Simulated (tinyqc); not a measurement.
Inductance and parasitic capacitance from two readings.

Problem. A loss-free coil L in parallel with C shows the apparent inductance L/(1 - w^2 L C), w = 2 pi f. Find L, C and the self-resonance 1/(2 pi sqrt(L C)).

apparent inductance at 3.6 and 5.9 GHz (nH): [2.9181117, 5.3356457]

Solution. The inverse of the reading is 1/L - w^2 C, a straight line in w^2.

L = 2.300 nH
C = 180.0 fF
self-resonance = 7.822 GHz

Computed by the program tinyqc: `OMP_NUM_THREADS=1 python tinyqc.py 2302151 2302152 out.jsonl`, one thread of a shared Intel Xeon 2.30GHz, about 0.01 s for the whole run.
